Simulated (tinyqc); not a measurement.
Space-charge-limited current through a thin insulating or semi-insulating film with traps: one step, computed by the program tinyqc. Command: `OMP_NUM_THREADS=1 python tinyqc.py 3026923 3026924 out.jsonl sclc walk`. One thread of a shared host (Intel(R) Xeon(R) Processor @ 2.30GHz), about 0.01 s of CPU time with the checks.

One ohmic injecting contact at x = 0 (field zero), drift only, non-degenerate free carriers.

Question. One point of the curve. Free density n_0 = N_c exp(-E_0/k_B T) in equilibrium; trapped density n_t(n) = N_t (n/N_c)^(T/T_c) (the low-temperature form). J = e mu n F and (eps eps_0/e) dF/dx = n - n_0 + n_t(n) - n_t(n_0) = rho(n). With F = J/(e mu n): d = (eps eps_0 J/(e^2 mu)) I_1 and V = (eps eps_0 J^2/(e^3 mu^2)) I_2, I_k = int_(n_L)^infinity dn/(n^(k+1) rho(n)), n_L the density at the anode; with u = n_L/n, 200 Gauss-Legendre points in t, u = 1 - (1 - t)^2. Anode field J/(e mu n_L); Mott-Gurney current (9/8) eps eps_0 mu V^2/d^3; ohmic current e n_0 mu V/d.

Inputs (values chosen for the exercise, modelled on Si3N4): permittivity eps = 7.5; band mobility mu = 0.13 cm^2/(V s); effective density of states N_c = 9.9e+19 1/cm^3; trap density N_t = 3.3e+15 1/cm^3; equilibrium Fermi level below the band edge, E_0 = 0.65 eV; thickness d = 790 nm; free density at the anode, in units of N_c = 0.00014; temperature T = 300 K; characteristic temperature T_c = 1200 K.

Traps: exponential tail.

Constants: k_B = 8.617333262e-05 eV/K; eps_0 = 8.8541878128e-12 F/m; e = 1.602176634e-19 C.

Give: I_1; I_2; current density J; voltage V; anode field over mean field V/d; trap-free Mott-Gurney current; ohmic current.

Answer.

I_1 = 2.556e-33 cm^6

I_2 = 1.227e-49 cm^9

current density J = 155.3 A/cm^2

voltage V = 28.29 V

anode field over mean field V/d = 1.503

trap-free Mott-Gurney current = 157.6 A/cm^2

ohmic current = 8.887e-06 A/cm^2
